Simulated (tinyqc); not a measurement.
# p-n diode with diffusion and depletion-layer recombination: effects of single changes

Abrupt junction in the depletion approximation, low injection, full ionisation, neutral widths fixed, ohmic contact on the p side. Vj is the junction voltage; where a series resistance Rs is given, V = Vj + J Rs is the terminal voltage.

Values chosen for this exercise; band and dielectric values close to those of germanium: temperature T = 300 K; band gap Eg = 0.65 eV; relative permittivity eps_r = 16.1; conduction-band density of states at T Nc = 1.04e19 cm^-3; valence-band density of states at T Nv = 6.09e18 cm^-3; acceptor density Na = 1.4e16 cm^-3; donor density Nd = 2.2e17 cm^-3; electron mobility in the p side mun = 2800 cm^2/(V s); hole mobility in the n side mup = 890 cm^2/(V s); electron lifetime tn = 1e-7 s; hole lifetime tp = 4e-9 s; neutral width of the p side wp = 8 um; neutral width of the n side wn = 35 um; recombination velocity at the n contact Sp = 1e7 cm/s; series resistance Rs = 0.0065 ohm cm^2; trap level above the intrinsic level Et = 0 eV; junction voltage at which recombination is evaluated Vj = 0.21 V.

Constants: q = 1.602176634e-19 C, kB = 1.380649e-23 J/K, Vt = kB T/q, eps0 = 8.8541878128e-14 F/cm where lengths are in cm. Results are converted to the units shown.

Each table varies one quantity; the others keep the values above.

## Currents and ideality against junction voltage

ni = sqrt(Nc Nv) exp(-Eg/(2 Vt)), Eg in volts; D = mu Vt; Ln = sqrt(Dn tn), Lp = sqrt(Dp tp); J0n = q ni^2 Dn coth(wp/Ln)/(Ln Na); J0p = (q ni^2 Dp/(Lp Nd)) (s + tanh(wn/Lp))/(1 + s tanh(wn/Lp)), s = Sp Lp/Dp. J_diff = (J0n + J0p)(exp(Vj/Vt) - 1). Vbi = Vt ln(Na Nd/ni^2), W = sqrt(2 eps0 eps_r (Vbi - Vj)(1/Na + 1/Nd)/q), xp = W Nd/(Na + Nd), xn = W Na/(Na + Nd); u(x) = q Na (x + xp)^2/(2 eps0 eps_r) for x < 0 and Vbi - Vj - q Nd (xn - x)^2/(2 eps0 eps_r) for x > 0; p = Na exp(-u/Vt), n = Nd exp((u - Vbi + Vj)/Vt); U = ni^2 (exp(Vj/Vt) - 1)/(tp (n + ni exp(Et/Vt)) + tn (p + ni exp(-Et/Vt))); J_scr = q times the integral of U from -xp to xn. J = J_diff + J_scr. Ideality = (1/Vt) dVj/d ln J or (1/Vt) dV/d ln J; last column ni^2 exp(Vj/Vt)/N^2.

Results:
columns A: Vj (V); B: J_diff (A/cm^2); C: J_scr (A/cm^2); D: J (A/cm^2); E: V (V); F: ideality against Vj; G: ideality against V; H: minority/doping, lighter side
```
A           B         C        D       E      F      G         H
0.12  0.08779  0.003857  0.09165  0.1206  1.006  1.030  4.034e-4
0.13   0.1297  0.004903   0.1346  0.1309  1.008  1.042  5.940e-4
0.15   0.2821  0.007843   0.2899  0.1519  1.008  1.081  0.001288
0.16   0.4157  0.009883   0.4256  0.1628  1.007  1.114  0.001896
0.18   0.9020   0.01562   0.9176  0.1860  1.006  1.237  0.004109
0.19    1.328   0.01961    1.348  0.1988  1.005  1.344  0.006050
0.22    4.241   0.03868    4.280  0.2478  1.004  2.080   0.01931
0.24    9.195   0.06078    9.256  0.3002  1.003  3.330   0.04185
```

Estimate the missing row, Vj = 0.21 V.

Computed row:
columns A: Vj (V); B: J_diff (A/cm^2); C: J_scr (A/cm^2); D: J (A/cm^2); E: V (V); F: ideality against Vj; G: ideality against V; H: minority/doping, lighter side
```
A         B        C      D       E      F      G        H
0.21  2.881  0.03085  2.911  0.2289  1.004  1.736  0.01311
```

With this row back in the table: The ideality against Vj stays near 1.01. Diffusion is the larger current in every row. J_scr alone has an ideality of 1.61 between the first two rows and 1.71 between the last two. From Vj = 0.16 V the series resistance raises the terminal ideality by over a tenth; there J Rs = 0.11 Vt.

## Effect of the recombination velocity at the n contact

Same model as above.

J = J_diff + J_scr.

Results:
```
Sp (cm/s)  J0n (A/cm^2)  J0p (A/cm^2)  J_diff (A/cm^2)  J_scr (A/cm^2)  J_scr/J (%)  wn/Lp
1              8.125e-4      4.210e-5            2.881         0.03085        1.060  11.54
10             8.125e-4      4.210e-5            2.881         0.03085        1.060  11.54
100            8.125e-4      4.210e-5            2.881         0.03085        1.060  11.54
1000           8.125e-4      4.210e-5            2.881         0.03085        1.060  11.54
10000          8.125e-4      4.210e-5            2.881         0.03085        1.060  11.54
1e6            8.125e-4      4.210e-5            2.881         0.03085        1.060  11.54
1e7            8.125e-4      4.210e-5            2.881         0.03085        1.060  11.54
```

Estimate the missing row, Sp = 1e5 cm/s.

Computed row:
```
Sp (cm/s)  J0n (A/cm^2)  J0p (A/cm^2)  J_diff (A/cm^2)  J_scr (A/cm^2)  J_scr/J (%)  wn/Lp
1e5            8.125e-4      4.210e-5            2.881         0.03085        1.060  11.54
```

With this row back in the table: As Sp goes from 1 to 1e7, J0p stays at 4.21e-5 A/cm^2, J_scr stays at 0.0309 A/cm^2 and its share stays at 1.06 %. J0p crosses its long-base value at Sp = Dp/Lp = 75800 cm/s; with wn/Lp = 12 the contact changes it by a factor of 1.00 over the table.

tinyqc, about 0.01 s, one thread, Intel Xeon 2.30GHz (shared host): `OMP_NUM_THREADS=1 python tinyqc.py 2260149 2260150 out.jsonl`
